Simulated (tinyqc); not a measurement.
Lattice vibrations of a chain, step by step. Computed by tinyqc, a small Python program that keeps every step. Command: `OMP_NUM_THREADS=1 python tinyqc.py 21634 21635 out.jsonl` (the two numbers bound the seeds that draw the settings). One thread of a shared host (Intel(R) Xeon(R) Processor @ 2.60GHz), about 0.01 s of CPU time with the checks.

## Dynamical matrix at q = 0.22

A chain moving along its axis:
```
atom  mass (u)  spring to the next atom (eV/angstrom^2)
1     28.40000                                 28.40000
2     37.80000                                  8.50000
3     90.90000                                 26.50000
4     38.50000                                 12.00000
```

q is in units of 2 pi/a. A spring k from atom i to atom j, n cells on, adds k to Phi_ii and Phi_jj, -k exp(2 pi i q n) to Phi_ij and the conjugate to Phi_ji (for one atom a cell: 2k (1 - cos 2 pi q n)); D_ij = Phi_ij / sqrt(m_i m_j).

D(q) (eV/(angstrom^2 u)):
$$\begin{pmatrix}
1.42254 & -0.86679 & 0.00000 & -0.06800+0.35648i \\
-0.86679 & 0.97619 & -0.14501 & 0.00000 \\
0.00000 & -0.14501 & 0.38504 & -0.44795 \\
-0.06800-0.35648i & 0.00000 & -0.44795 & 1.00000
\end{pmatrix}$$

## Frequencies

omega^2 are the eigenvalues; wavenumber = 521.4708 sqrt(eigenvalue) 1/cm.

eigenvalues: [0.03454, 0.36678, 1.20232, 2.18013]

wavenumbers (1/cm): [96.9, 315.8, 571.8, 770.0]

weights |e|^2 of the mass-weighted modes, order atom 1, atom 2, atom 3, atom 4:
$$\begin{pmatrix}
0.13141 & 0.25538 & 0.01283 & 0.60038 \\
0.17419 & 0.40139 & 0.10467 & 0.31976 \\
0.49549 & 0.29522 & 0.20110 & 0.00819 \\
0.19891 & 0.04802 & 0.68141 & 0.07167
\end{pmatrix}$$

## Dispersion and heat capacity

C/k_B per atom = mean over q = (j + 1/2)/80, j = 0..39 and all branches of y^2 e^y/(e^y - 1)^2, y = hc wavenumber / k_B T.

Wavenumbers (1/cm):
```
q         branch 1   branch 2   branch 3   branch 4
0.00000    0.00000  341.53399  563.11841  771.47787
0.06250   27.94296  339.29577  563.96852  771.33844
0.12500   55.68204  332.76623  566.34391  770.93880
0.18750   82.98627  322.44751  569.78354  770.33338
0.25000  109.55236  309.05528  573.68388  769.60758
0.31250  134.90024  293.48923  577.43649  768.86865
0.37500  158.07246  277.05586  580.51654  768.23148
0.43750  176.65861  262.41521  582.52810  767.80005
0.50000  184.64552  255.72739  583.22624  767.64744
```

Heat capacity:
```
T (K)  C/k_B per atom
20            0.05149
50            0.13297
100           0.26866
200           0.50707
300           0.68041
600           0.89114
1200          0.97016
```

zero-point energy per atom = 27.15984 meV
